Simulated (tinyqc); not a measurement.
Three-band tight binding of a dichalcogenide monolayer: sweeps and comparisons. A value that a table varies takes the place of the one given here.

Basis dz2, dxy, dx2-y2 on a triangular lattice, nearest neighbours; alpha = kx a/2, beta = sqrt3 ky a/2. h0 = e1 + 2 t0 (cos 2alpha + 2 cos alpha cos beta); h1 = -2 sqrt3 t2 sin alpha sin beta + 2i t1 (sin 2alpha + sin alpha cos beta); h2 = 2 t2 (cos 2alpha - cos alpha cos beta) + 2i sqrt3 t1 cos alpha sin beta; h11 = e2 + 2 t11 cos 2alpha + (t11 + 3 t22) cos alpha cos beta; h22 = e2 + 2 t22 cos 2alpha + (3 t11 + t22) cos alpha cos beta; h12 = sqrt3 (t22 - t11) sin alpha sin beta + 4i t12 sin alpha (cos alpha - cos beta) + i lam sz. H = [[h0, h1, h2], [., h11, h12], [., ., h22]], Hermitian; the lowest band of each spin is filled. K = (4 pi/3a, 0), M = (pi/a, pi/(sqrt3 a)).

Constants: hbar^2/2m0 = 3.80998211 eV angstrom^2.

Parameters, chosen for this exercise (near a published set for monolayer WSe2; shifted at random, so the results belong to these values and not to a real crystal): a = 3.325 angstrom (lattice constant); e1 = 0.934 eV (level of dz2); e2 = 2.153 eV (level of dxy and dx2-y2); t0 = -0.206 eV (hopping); t1 = 0.447 eV (hopping); t2 = 0.497 eV (hopping); t11 = 0.262 eV (hopping); t12 = 0.324 eV (hopping); t22 = 0.035 eV (hopping); lam = 0.23 eV (spin-orbit constant).

## Three bands against the two-band Dirac model at K

Masses from central differences along kx with step 0.002 1/angstrom, c = hbar^2/2m0; Berry curvature of the valence band from a counter-clockwise plaquette of side 0.001 1/angstrom, Omega = -arg(product of overlaps)/area. Two-band model: coupling A = (3 a/(2 sqrt2))(t1 + sqrt3 t2) between valence and conduction states, mass c G/A^2 for both, Omega_v = 2 A^2/G^2. sz = 0 drops the spin-orbit term.

At K:

| sz | G (eV) | m_c (m0) | m_v (m0) | two-band mass | Omega_v (angstrom^2) | two-band Omega |
|---|---|---|---|---|---|---|
| 1 | 1.2981 | 0.285 | 0.352 | 0.232 | 25.024 | 25.251 |
| 0 | 1.5281 | 0.345 | 0.458 | 0.274 | 18.052 | 18.222 |
| -1 | 1.7581 | 0.407 | 0.589 | 0.315 | 13.635 | 13.766 |

A = 4.6123 eV angstrom

Without spin-orbit coupling the electron mass is 0.345 and the hole mass 0.458, against 0.274 for both in the two-band model: the third band and the curvature of the diagonal terms break the symmetry. The Berry curvature is -0.9 % from the two-band value. The smaller gap (sz = +1) has the larger curvature, by a factor 1.84.

## All hoppings scaled

The six hoppings are multiplied by f; e1, e2 and lam stay (real strain also moves e1 and e2, so this is no model of it). Closed forms: Ev(K) = e2 - (3/2)(t11 + t22) - 3 sqrt3 t12 + lam, Ec(K) = e1 - 3 t0, Ev(Gamma) = e1 + 6 t0.

Gaps (eV):

| f | direct gap at K | Ev(K) - Ev(Gamma) | Ec(K) - top of valence band |
|---|---|---|---|
| 0.85 | 0.8860 | 0.6899 | 0.8860 |
| 0.90 | 1.0233 | 0.6453 | 1.0233 |
| 0.94 | 1.1332 | 0.6095 | 1.1332 |
| 0.97 | 1.2156 | 0.5827 | 1.2156 |
| 1.00 | 1.2981 | 0.5559 | 1.2981 |
| 1.03 | 1.3805 | 0.5292 | 1.3805 |
| 1.06 | 1.4629 | 0.5024 | 1.4629 |
| 1.10 | 1.5728 | 0.4666 | 1.5728 |

The direct gap changes by +27.5 meV for each per cent of f. The top of the valence band stays at K over the range.

## What each parameter does

Spin up: gap at K, Ev(K) - Ev(Gamma), and masses at K by central differences along kx with step 0.002 1/angstrom, c = hbar^2/2m0. Each row changes one parameter from the base and keeps the others.

Results:

| case | gap at K (eV) | K - Gamma (eV) | m_c (m0) | m_v (m0) |
|---|---|---|---|---|
| base | 1.2981 | 0.5559 | 0.285 | 0.352 |
| t22 = 0.065 eV | 1.3431 | 0.5109 | 0.298 | 0.378 |
| e2 = 2.123 eV | 1.3281 | 0.5259 | 0.294 | 0.364 |
| t0 = -0.176 eV | 1.2081 | 0.3759 | 0.256 | 0.316 |
| t2 = 0.527 eV | 1.2981 | 0.5559 | 0.266 | 0.313 |
| t11 = 0.292 eV | 1.3431 | 0.5109 | 0.298 | 0.372 |
| t12 = 0.354 eV | 1.4539 | 0.4001 | 0.325 | 0.442 |

The largest shifts from the base row, up to three for each result and ties (the steps differ in size, so this ranks the rows, not the parameters). gap at K (eV): t12 +0.1559, t0 -0.0900, t22 +0.0450, t11 +0.0450; unchanged at the printed digits by t2. K - Gamma (eV): t0 -0.1800, t12 -0.1559, t22 -0.0450, t11 -0.0450; unchanged at the printed digits by t2. m_c (m0): t12 +0.040, t0 -0.029, t2 -0.019. m_v (m0): t12 +0.091, t2 -0.038, t0 -0.036. t2 couples dz2 to the other orbitals and vanishes at K and Gamma, so only the masses feel it.

Run: tinyqc, `OMP_NUM_THREADS=1 python tinyqc.py 1481868 1481869 out.jsonl`; Intel(R) Xeon(R) Processor @ 2.30GHz, one thread, shared host; about 0.01 s of CPU time with all checks.
